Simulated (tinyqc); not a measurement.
Extended Hueckel theory, for H4+, step by step. The parameters take no account of the charge, which enters only through the electron count. One step of it, computed by the program tinyqc.

Task: Wolfsberg-Helmholz matrix. H_ij = K' S_ij (H_ii + H_jj)/2 for i != j (the diagonal keeps H_ii), with K' = 2.

overlap S, order 1H 1s, 2H 1s, 3H 1s, 4H 1s:
```
[[1.000000, 0.614009, 0.179652, 0.047904],
 [0.614009, 1.000000, 0.538155, 0.179939],
 [0.179652, 0.538155, 1.000000, 0.614684],
 [0.047904, 0.179939, 0.614684, 1.000000]]
```

diagonal H_ii (eV): [-13.600000, -13.600000, -13.600000, -13.600000]

K = 2.000000

Give: H.

Result:

H (eV), order 1H 1s, 2H 1s, 3H 1s, 4H 1s:
```
[[-13.6000, -16.7011, -4.8865, -1.3030],
 [-16.7011, -13.6000, -14.6378, -4.8943],
 [-4.8865, -14.6378, -13.6000, -16.7194],
 [-1.3030, -4.8943, -16.7194, -13.6000]]
```
